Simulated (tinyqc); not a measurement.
Inside a calculation. Method: Ewald sum of point charges, fluorite lattice. Computed by tinyqc, a small Python program that keeps every step. Command: `OMP_NUM_THREADS=1 python tinyqc.py 24774 24775 out.jsonl` (the two numbers bound the seeds that draw the settings). One thread of a shared host (Intel(R) Xeon(R) Processor @ 2.60GHz), about 0.05 s of CPU time with the checks.

## Ewald sum with eta = 0.274 1/bohr

cell vectors (rows) (bohr):
```
         1        2        3
1  0.00000  5.62500  5.62500
2  5.62500  0.00000  5.62500
3  5.62500  5.62500  0.00000
```

Charges:
```
q              f1       f2       f3
4.00000   0.00000  0.00000  0.00000
-2.00000  0.25000  0.25000  0.25000
-2.00000  0.75000  0.75000  0.75000
```

Real space: 1/2 sum q_i q_j erfc(eta r)/r over all images with r > 0; reciprocal space: (2 pi/V) sum_(G != 0) exp(-G^2/4 eta^2)/G^2 |S(G)|^2 with S(G) = sum q exp(i G.r); self term -eta/sqrt(pi) sum q^2; background -pi Q^2/(2 V eta^2), Q the total charge.

Real-space shells (first ones):
```
r (bohr)  pairs  sum (hartree)
4.87139      16       -0.77612
5.62500      12        0.12494
7.95495      36        0.03716
9.32801      48       -0.00619
9.74279      16        0.00052
11.25000     18        0.00008
12.25940     48      -3.18e-05
12.57788     48       8.35e-06
13.77838     72       1.95e-06
14.61418     64      -2.61e-07
15.90990     36       6.38e-09
16.63897     96      -2.62e-09
```

Reciprocal shells (first ones that count):
```
G^2 (1/bohr^2)  vectors  sum (hartree)
0.93578               8        0.10703
1.24771               6        0.08523
3.43121              24       2.16e-05
3.74314               8       9.32e-06
5.92664              24       3.07e-09
6.23856              24       4.13e-09
```

## The total does not depend on eta

The same sums for other eta.

Totals (hartree per cell):
```
eta          real  reciprocal      self  background       total
0.27400  -0.61963     0.19229  -3.71011     0.00000  -4.1374490
0.47600  -0.01302     2.32087  -6.44530     0.00000  -4.1374490
0.56200  -0.00139     3.47373  -7.60979     0.00000  -4.1374490
```

shortest distance = 4.87139 bohr

Madelung constant -E d / (formula units |q+ q-|) = 2.51939
